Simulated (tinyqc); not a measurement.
Inside a calculation: localisation in a chain with random site energies (transfer matrices). Values are carried at full precision from step to step, so a last printed digit may differ when a step is redone from the rounded ones.

Hopping -t; leads with site energy 0, E = -2t cos(ka). psi_(j+1) = ((e_j - E)/t) psi_j - psi_(j-1), a product of matrices M_j = [[(e_j - E)/t, -1], [1, 0]]. For M = M_N ... M_1 the transmission is T = 4 sin^2(ka)/|M21 - M12 + M22 exp(ika) - M11 exp(-ika)|^2. Long samples draw e_j = W (x_j/2147483647 - 1/2) from x_j = 16807 x_(j-1) mod 2147483647, starting at x0. The localisation length xi, in sites, is defined by ln T = -2N/xi on average; weak disorder gives xi = 24 (4t^2 - E^2)/W^2, and the mean free path for backscattering is xi/2.

Values chosen for the exercise: t = 1.9 eV (hopping); E = -0.71 eV (energy); e = (1.27, 0.9, 0.81, -0.97, 0.28, 0.4, -0.06, -1.15) eV (site energies of the short sample); W = 3.53 eV (full width of the disorder); a = 4 angstrom (spacing).

## The product of transfer matrices

Multiply site by site and give T for each length.

Running product:

| j | (e_j - E)/t | M11 | M12 | M21 | M22 | T |
|---|---|---|---|---|---|---|
| 1 | 1.0421 | 1.0421 | -1.0000 | 1.0000 | 0.0000 | 0.8963 |
| 2 | 0.8474 | -0.1170 | -0.8474 | 1.0421 | -1.0000 | 0.9240 |
| 3 | 0.8000 | -1.1357 | 0.3221 | -0.1170 | -0.8474 | 0.9789 |
| 4 | -0.1368 | 0.2724 | 0.8033 | -1.1357 | 0.3221 | 0.9497 |
| 5 | 0.5211 | 1.2776 | 0.0965 | 0.2724 | 0.8033 | 0.9221 |
| 6 | 0.5842 | 0.4740 | -0.7469 | 1.2776 | 0.0965 | 0.9342 |
| 7 | 0.3421 | -1.1154 | -0.3520 | 0.4740 | -0.7469 | 0.9306 |
| 8 | -0.2316 | -0.2157 | 0.8285 | -1.1154 | -0.3520 | 0.9215 |

T is 0.9215 for the whole sample and does not fall steadily (it rises at j = 2, 3 and 6): reflected waves interfere. The determinant of M stays 1.

## The same sites added without interference

One site alone reflects R_j = e_j^2/(e_j^2 + 4t^2 - E^2); incoherent addition sums R/(1 - R), and T = 1/(1 + sum).

R_j: 0.1037  0.0549  0.0450  0.0632  0.0056  0.0114  0.0003  0.0867

sum of R/(1 - R) = 0.4007
T without interference = 0.7139

The coherent product gives 0.9215 for this sample.

## Weak-disorder lengths

Form ka, xi, xi a and the mean free path xi a/2.

ka = 1.3828 rad
xi = 26.84 sites

lengths (nm): localisation 10.736, mean free path 5.368

The formula needs xi well above one site.

## Checks

- T from the product against the Green function: both 0.92148.

Run: tinyqc, `OMP_NUM_THREADS=1 python tinyqc.py 1482227 1482228 out.jsonl`; Intel(R) Xeon(R) Processor @ 2.30GHz, one thread, shared host; about 0.07 s of CPU time with all checks.
